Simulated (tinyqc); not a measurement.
Raising U: Hubbard chain of 5 sites, mean field against exact. Computed by the program tinyqc. 

one-body matrix (hopping and site energies) (eV):
```
         1        2        3        4        5
1  -0.5100  -1.2800   0.0000   0.0000   0.0000
2  -1.2800   0.1000  -1.2800   0.0000   0.0000
3   0.0000  -1.2800   0.5800  -1.2800   0.0000
4   0.0000   0.0000  -1.2800  -0.0700  -1.2800
5   0.0000   0.0000   0.0000  -1.2800   0.4100
```

electrons, up and down: 3  1

Collinear unrestricted mean field (the lowest of 40 random starts) against exact diagonalisation.

Exact and mean-field results (eV):

| U | U/t | E exact | E mean field | mean \|n_up - n_down\| | double occupancy, exact | first gap in the sector |
|---|---|---|---|---|---|---|
| 0.6400 | 0.5000 | -4.979768 | -4.963559 | 0.4000 | 0.1068 | 0.7511 |
| 1.2800 | 1.0000 | -4.658732 | -4.593678 | 0.4000 | 0.0939 | 0.7384 |
| 2.5600 | 2.0000 | -4.133697 | -3.881996 | 0.4000 | 0.0709 | 0.6690 |
| 3.8400 | 3.0000 | -3.740638 | -3.238903 | 0.5360 | 0.0528 | 0.5848 |
| 5.1200 | 4.0000 | -3.447464 | -2.830111 | 0.6647 | 0.0395 | 0.5081 |
| 7.6800 | 6.0000 | -3.056548 | -2.407159 | 0.7433 | 0.0234 | 0.3913 |
| 10.2400 | 8.0000 | -2.817036 | -2.192404 | 0.7688 | 0.0149 | 0.3131 |
| 15.3600 | 12.0000 | -2.547419 | -2.052792 | 0.7939 | 0.0074 | 0.2206 |
| 25.6000 | 20.0000 | -2.312548 | -1.967606 | 0.7978 | 0.0028 | 0.1370 |

In absolute terms mean field is worst at U/t = 6.0, 0.649 eV too high: at small U it is nearly exact, and at large U it still misses the motion of the hole through a fluctuating spin background. Relative to the exact energy its error is 0.3 % at the smallest U, 22 % at most and 15 % at the largest. The double occupancy falls from 0.107 to 0.003.
